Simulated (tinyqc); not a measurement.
Inside a calculation. Method: tight binding, dimerised chain. One step of it, computed by the program tinyqc.

Question. Bloch Hamiltonian at X. H_AA = +delta, H_BB = -delta, H_AB = -t1 - t2 exp(-i k a).

Parameters chosen for this model:
```
parameter     value                      unit
t1         0.540000       eV, inside the cell
t2         1.600000         eV, between cells
delta             0  eV, +/- on the two sites
```

k point X (2 pi / a): 0.500000

Give: H(k) at X.

Answer.

H(k) at X (eV):
```
        A       B
A  0.0000  1.0600
B  1.0600  0.0000
```
